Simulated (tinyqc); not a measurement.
From results back to parameters: conduction-band anticrossing with a localised impurity level. Three cases, with inputs chosen for the exercise.

Problem. A host edge EM and a flat level EI are coupled by V = C sqrt(x), H = [[EM, V], [V, EI]]. EM and both levels are given.

Case 1.

Values chosen (out of a larger set: host near InP; not measured data): x = 0.0028 (impurity fraction).
EM = 1.416888 eV

E-, E+ (eV): 1.356579  1.799309

Case 2.

Values chosen (out of a larger set: host near InP; not measured data): x = 0.02 (impurity fraction).
EM = 1.377800 eV

E-, E+ (eV): 1.099119  1.866681

Case 3.

Values chosen (out of a larger set: host near GaAs; not measured data): x = 0.013 (impurity fraction).
EM = 1.526180 eV

E-, E+ (eV): 1.325689  2.071491

Find: EI; V; C; host weight of E-.

Solution. The trace gives EI = E+ + E- - EM; V^2 = (EM - E-)(E+ - EM); the host weight of E- is (EI - E-)/(E+ - E-).

Case 1.

EI = 1.739 eV
V = 0.1519 eV
C = 2.87 eV
host weight of E- = 0.864

Case 2.

EI = 1.588 eV
V = 0.3691 eV
C = 2.61 eV
host weight of E- = 0.637

Case 3.

EI = 1.871 eV
V = 0.3307 eV
C = 2.90 eV
host weight of E- = 0.731

Computed by tinyqc, one run a case: `OMP_NUM_THREADS=1 python tinyqc.py N N+1 out.jsonl` with N = 1050388, 1050449, 1050540; one thread of a shared Intel(R) Xeon(R) Processor @ 2.30GHz, about 0.01 s a run at most.
